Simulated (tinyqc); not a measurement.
Charge-trap memory cell: one step of the calculation.

Channel, tunnel oxide, storage layer, blocking layer, gate. N electrons per area sit in a sheet at the centroid and shift the threshold by U = (q/eps0) N (tb/eb + xc tn/en). EOT = t1 + 3.9 (tn/en + tb/eb); tunnel field F = (Vg - U)/EOT; dN/dt = eta (J/q)(1 - N/Nm). Fowler-Nordheim: J = A F^2 exp(-B/F), A = q^2/(16 pi^2 hbar mo phi) (times 1e14 for A/cm^2 with F in V/nm, emitter mass m0), B = (4/3) sqrt(mo/C) phi^1.5, C = hbar^2/(2 m0).

Task. Constants of the stack. EOT, the shift for 1e12 electrons per cm^2, the shift with all traps full, and the starting field, current and rate.

Parameters, values chosen for the exercise; oxide values close to those of silicon dioxide, storage layer close to silicon nitride, blocking layer close to aluminium oxide: tunnel barrier phi = 3.12 eV; tunnelling mass mo = 0.41 m0; tunnel oxide (permittivity 3.9) t1 = 4.5 nm; storage layer tn = 5.5 nm; its relative permittivity en = 7.6; blocking layer tb = 13.7 nm; its relative permittivity eb = 9; charge centroid, share of tn counted from the blocking side xc = 0.32; capture efficiency of an empty layer eta = 0.87; trap density Nm = 1.2e13 cm^-2; gate voltage less flat band and surface potential Vg = 14.5 V.

Constants: q = 1.602176634e-19 C, hbar = 1.054571817e-34 J s, m0 = 9.1093837015e-31 kg, eps0 = 8.8541878128e-14 F/cm where lengths are in cm, hbar^2/(2 m0) = 0.0380998212 eV nm^2. Results are converted to the units shown.

Find: EOT; shift for 1e12 cm^-2; shift with all traps full; F(0); J(0); dN/dt at the start.

Result.

EOT = 13.26 nm
shift for 1e12 cm^-2 = 0.3174 V
shift with all traps full = 3.808 V
F(0) = 1.094 V/nm
J(0) = 0.03856 A/cm^2
dN/dt at the start = 2.094e17 cm^-2 s^-1

Range of the model: The Fowler-Nordheim form needs F t1 above phi; trap-assisted paths and leakage through the blocking layer are left out.

Program tinyqc, `OMP_NUM_THREADS=1 python tinyqc.py 2130132 2130133 out.jsonl`; Intel Xeon 2.30GHz, shared host, one thread, about 0.06 s.
